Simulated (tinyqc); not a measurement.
Inside a calculation. Method: Hubbard ring of 5 sites. Computed by tinyqc, a small Python program that keeps every step. Settings: hopping = 0.97, U = 6.1, mixing = 0.2, iteration cap = 61. Command: `OMP_NUM_THREADS=1 python tinyqc.py 27481 27482 out.jsonl` (the two numbers bound the seeds that draw the settings). One thread of a shared host (Intel(R) Xeon(R) Processor @ 2.60GHz), about 0.2 s of CPU time with the checks.

one-body matrix (hopping and site energies) (eV):
```
          1         2         3         4         5
1  -0.54000  -0.97000   0.00000   0.00000  -0.97000
2  -0.97000  -0.27000  -0.97000   0.00000   0.00000
3   0.00000  -0.97000  -0.87000  -0.97000   0.00000
4   0.00000   0.00000  -0.97000   0.78000  -0.97000
5  -0.97000   0.00000   0.00000  -0.97000   0.97000
```

U = 6.10000 eV

electrons, up and down: 1  1

n(up) at the start (a guess, not normalised): 1 0.65000, 2 0.00000, 3 0.65000, 4 0.00000, 5 0.65000

n(down) at the start (a guess): 1 0.00000, 2 0.65000, 3 0.00000, 4 0.65000, 5 0.00000

Each step fills the lowest levels of T + U n(other spin) and sets n(new) = n + mixing (n(out) - n); stop when output and input agree to 1e-8.

Course of the cycle:
```
iteration      E (eV)  largest |n(out) - n(in)|  mean |n_up - n_down|
1          -2.4619973                  6.04e-01               0.31340
2          -2.5444710                  4.74e-01               0.30245
3          -2.6128748                  3.71e-01               0.29030
4          -2.6691251                  2.91e-01               0.27755
5          -2.7148775                  2.29e-01               0.26469
6          -2.7518141                  1.81e-01               0.25209
7          -2.7816190                  1.45e-01               0.24404
8          -2.8058414                  1.17e-01               0.23774
9          -2.8258031                  9.55e-02               0.23242
10         -2.8425878                  7.91e-02               0.22791
11         -2.8570882                  7.60e-02               0.22406
...               ...                       ...                   ...
51         -3.3740468                  1.55e-02               0.33284
52         -3.3742640                  1.43e-02               0.33243
53         -3.3744522                  1.32e-02               0.33204
54         -3.3746155                  1.21e-02               0.33166
55         -3.3747573                  1.12e-02               0.33131
56         -3.3748805                  1.04e-02               0.33098
57         -3.3749876                  9.59e-03               0.33066
58         -3.3750807                  8.88e-03               0.33036
59         -3.3751618                  8.23e-03               0.33008
60         -3.3752323                  7.63e-03               0.32981
61         -3.3752937                  7.08e-03               0.32956
```

Can the last value be used, and what does the course show?

Not by the stop rule. Not converged within 61 iterations: the residual falls steadily but slowly, by a factor of about 0.92 a step. The lowest mean-field energy found from random starts is -3.37571 eV. Reruns (cap 100 unless said): mixing 0.5: converged in 99 (E = -3.37571); mixing 0.9: converged in 51 (E = -3.37571); the original settings with a cap of 400: converged in 261 (E = -3.37571).
